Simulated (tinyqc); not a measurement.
What each parameter does: strained quantum well: band edges, subbands and transparency.

Growth on (001), barriers unstrained: tr(e) = e (2 - nu2), Z = b e (1 + nu2); Ec = Ev + Eg + ac tr(e), E_HH = Ev + av tr(e) + Z, E_LH = Ev + av tr(e) - Z (coupling to the split-off band left out).

Masses along z: me, 1/(g1 - 2 g2) for HH, 1/(g1 + 2 g2) for LH, likewise in the barrier; in the plane me, 1/(g1 + g2) for HH and 1/(g1 - g2) for LH (no mixing, which understates the hole masses away from k = 0). Level n solves k L + 2 atan[(k/m)/(kappa/mb)] = n pi, k = sqrt(m E/c), kappa = sqrt(mb (V - E)/c), c = hbar^2/2m0.

Transparency (Bernard-Duraffourg): Fc - Fv equals the lowest transition energy with n = p, n = sum m/(2 pi c) kB T ln(1 + exp((Fc - E)/kB T)) and p likewise over the listed subbands; c = hbar^2/2m0, 1/angstrom^2 = 1e16/cm^2.

Constants: hbar^2/2m0 = 3.80998211 eV angstrom^2; kB = 8.617333262e-05 eV/K; hc = 1239.841984 eV nm.

Values chosen for the exercise (near those of an InGaAs/InP well; the results hold for these values, not for the real material): e = -0.0099 (strain in the plane); nu2 = 1.022 (2 C12/C11); Eg = 0.574 eV (unstrained gap of the well); Ev = -0.575 eV (its valence edge); ac = -5.75 eV; av = 1.05 eV (Ev moves by av tr(e)); b = -1.86 eV (shear potential); Egb = 1.346 eV (gap of the barrier); Evb = -0.94 eV (its valence edge); L = 60 angstrom (well width); me = 0.0372 m0 (electron mass); g1 = 15.83 (gamma1); g2 = 6.44 (gamma2); meb = 0.08 m0; g1b = 5.08; g2b = 1.6; T = 300 K (temperature).

Edge wavelength, hh1 - lh1 and n_tr.

Results for these values:
```
case  wavelength (nm)  hh1 - lh1 (meV)  n_tr (1e12/cm^2)
base           1746.6            127.1             0.326
```

What happens to each result for g1 = 16.78, all else kept?

Answer: wavelength falls from 1746.6 to 1737.3; hh1 - lh1 falls from 127.1 to 123.7; n_tr falls from 0.326 to 0.314.

The same for each parameter in turn:
```
case             wavelength (nm)  hh1 - lh1 (meV)  n_tr (1e12/cm^2)
base                      1746.6            127.1             0.326
L = 70 angstrom           1794.7            120.1             0.339
e = -0.0119               1735.3            141.0             0.325
Eg = 0.554 eV             1791.9            127.1             0.326
b = -2.14 eV              1760.4            137.6             0.325
ac = -5.17 eV             1759.1            127.1             0.326
me = 0.0409 m0            1751.8            127.1             0.343
g1 = 16.78                1737.3            123.7             0.314
T = 340 K                 1746.6            127.1             0.378
```

Computed by tinyqc, a small Python program: `OMP_NUM_THREADS=1 python tinyqc.py 1250745 1250746 out.jsonl` (the numbers bound the seed that draws the inputs); one thread of a shared host (Intel(R) Xeon(R) Processor @ 2.30GHz), about 0.01 s for the whole set of steps.
